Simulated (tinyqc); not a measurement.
Mesh and choice of bands: charge neutrality level from zone-averaged pseudopotential bands.

Empirical pseudopotential on the fcc lattice, atoms at +/- tau, tau = a (1,1,1)/8, no spin-orbit coupling. H(G,G') = c (2 pi/a)^2 |k + G|^2 delta + VS(q) cos(q.tau) + i VA(q) sin(q.tau), q = G - G', c = hbar^2/2m0; k and G in units of 2 pi/a; VS at |q|^2 = 3, 8, 11 and VA at 3, 4, 11, in rydberg, zero elsewhere. At each k the basis holds all G with |k + G|^2 up to 16; energies are counted from the fourth level at Gamma.

Mesh: k = sum_i (n_i + 1/2)/N b_i, n_i = 0 ... N - 1, b = (-1,1,1), (1,-1,1), (1,1,-1); points with the same sorted |kx|, |ky|, |kz| after folding to the shortest k + G are joined, with their count as weight. Neutrality (branch-point) level: E_N = (1/2) mean over k of [E5 + (E3 + E4)/2], E_n the n-th level from below.

Constants: hbar^2/2m0 = 3.80998211 eV angstrom^2; Ry = 13.60569312 eV.

Inputs chosen for the exercise (out of a larger set: classic local form factors of the size used for InAs, without spin-orbit coupling; not measured data):
```
symbol  value                 unit      meaning
a       6.034                 angstrom  lattice constant
VS      (-0.219, 0, 0.05)     Ry        symmetric form factors
VA      (0.08, 0.051, 0.031)  Ry        antisymmetric form factors
```

E_N with E5 alone, and with (E5 + E6)/2 in its place.

Results:
```
N,joined points,E_N (eV),"E_N, two conduction bands (eV)"
1,1,0.3954,1.2619
2,2,0.5550,1.2108
3,6,0.7287,1.0967
4,10,0.7002,1.1172
5,19,0.7130,1.1095
```

For scale, the lowest gap of this set is 0.42 eV. Against N = 5 the errors are -318, -158, +16 and -13 meV for N = 1 to 4 (N = 1 is the L point alone). Taking the second conduction band in moves E_N by +0.40 eV, more than the mesh error at N = 2: the definition, not the mesh, limits the estimate. Local form factors place the indirect gaps only to a few tenths of an eV, and E_N moves with them.

Run: tinyqc, `OMP_NUM_THREADS=1 python tinyqc.py 1850478 1850479 out.jsonl`; Intel(R) Xeon(R) Processor @ 2.30GHz, one thread, shared host; about 0.08 s of CPU time with all checks.
